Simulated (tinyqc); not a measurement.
Transfer-length model of a contact: one step of the calculation.

A metal contact of length d and width W on a thin layer of the same width. The metal has no resistance, the sheet resistance under it equals Rsh, and current enters the layer at the front edge x = 0.

Task. Contact resistivity. rc = Rsh Lt^2. Short cuts: Rsh A^2 (long contact, Lt = A) and Rc W d (short contact, even current).

Values chosen for this exercise: specific contact resistivity rc = 7.7e-7 ohm cm^2; contact length d = 1.2 um; contact width W = 2.3 um.

Rsh = 649.97955 ohm/sq
Rc = 97.458543 ohm
A = 0.34486415 um
converged Lt = 0.34421816 um

Wanted: rc; Rsh A^2; Rc W d.

Result.

rc = 7.7014e-7 ohm cm^2
Rsh A^2 = 7.7303e-7 ohm cm^2
Rc W d = 2.6899e-6 ohm cm^2

The extracted rc is 0.018 % above the value 7.7e-7 ohm cm^2 that made the data.

Computed by the program tinyqc: `OMP_NUM_THREADS=1 python tinyqc.py 2760084 2760085 out.jsonl`, one thread of a shared Intel Xeon 2.30GHz, about 0.01 s for the whole run.
